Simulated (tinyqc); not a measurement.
Inside a calculation. Method: RHF in the sto-3g basis, for H4, spin multiplicity 1. One step of it, computed by the program tinyqc.

Question. Iteration 1: building the Fock matrix. J_ij = sum D_kl (ij|kl), K_ij = sum D_kl (ik|jl); F = H + J - 0.5 K; E = tr D H + tr D J / 2 - 0.25 tr D K + E_nn.

D at the start:
```
          1H 1s      2H 1s      3H 1s      4H 1s
1H 1s  0.664173   0.270485   0.517672   0.328267
2H 1s  0.270485   0.161129  -0.105410   0.469199
3H 1s  0.517672  -0.105410   2.365327  -1.825592
4H 1s  0.328267   0.469199  -1.825592   2.370600
```

core Hamiltonian H = T + V (hartree):
```
           1H 1s      2H 1s      3H 1s      4H 1s
1H 1s  -1.329221  -0.913428  -0.066229  -0.008584
2H 1s  -0.913428  -1.490301  -0.329432  -0.066359
3H 1s  -0.066229  -0.329432  -1.490695  -0.914650
4H 1s  -0.008584  -0.066359  -0.914650  -1.329758
```

Two-electron integrals (ij|kl) in chemists' order, unique and non-zero (hartree):
```
(11|11) 0.774606   (21|11) 0.320541   (21|21) 0.168072   (22|11) 0.485929
(22|21) 0.320541   (22|22) 0.774606   (31|11) 0.012802   (31|21) 0.007778
(31|22) 0.017759   (31|31) 0.000513   (32|11) 0.053454   (32|21) 0.035594
(32|22) 0.091128   (32|31) 0.002877   (32|32) 0.017782   (33|11) 0.195158
(33|21) 0.122464   (33|22) 0.302311   (33|31) 0.012802   (33|32) 0.091128
(33|33) 0.774606   (41|11) 0.001140   (41|21) 0.000729   (41|22) 0.001775
(41|31) 0.000057   (41|32) 0.000342   (41|33) 0.001774   (41|41) 0.000007
(42|11) 0.007813   (42|21) 0.005077   (42|22) 0.012831   (42|31) 0.000447
(42|32) 0.002883   (42|33) 0.017794   (42|41) 0.000057   (42|42) 0.000515
(43|11) 0.084983   (43|21) 0.051627   (43|22) 0.122633   (43|31) 0.005073
(43|32) 0.035646   (43|33) 0.321015   (43|41) 0.000729   (43|42) 0.007804
(43|43) 0.168509   (44|11) 0.143564   (44|21) 0.084898   (44|22) 0.195230
(44|31) 0.007799   (44|32) 0.053482   (44|33) 0.486261   (44|41) 0.001140
(44|42) 0.012831   (44|43) 0.321015   (44|44) 0.774606
```

nuclear repulsion = 1.92396564 hartree

Give: Coulomb J; exchange K; Fock matrix F; total energy of this density.

Answer.

Coulomb J (hartree):
```
        1H 1s   2H 1s   3H 1s   4H 1s
1H 1s  1.2679  0.6637  0.0462  0.0057
2H 1s  0.6637  1.3635  0.2838  0.0544
3H 1s  0.0462  0.2838  2.0693  1.0147
4H 1s  0.0057  0.0544  1.0147  1.9967
```

exchange K (hartree):
```
        1H 1s   2H 1s   3H 1s   4H 1s
1H 1s  0.7290  0.4790  0.1907  0.1285
2H 1s  0.4790  0.4756  0.2779  0.1407
3H 1s  0.1907  0.2779  1.0952  0.3551
4H 1s  0.1285  0.1407  0.3551  1.0748
```

Fock matrix F (hartree):
```
         1H 1s    2H 1s    3H 1s    4H 1s
1H 1s  -0.4258  -0.4893  -0.1154  -0.0671
2H 1s  -0.4893  -0.3647  -0.1846  -0.0823
3H 1s  -0.1154  -0.1846   0.0310  -0.0775
4H 1s  -0.0671  -0.0823  -0.0775   0.1295
```

total energy of this density = -0.659780 hartree

This density is the starting one.
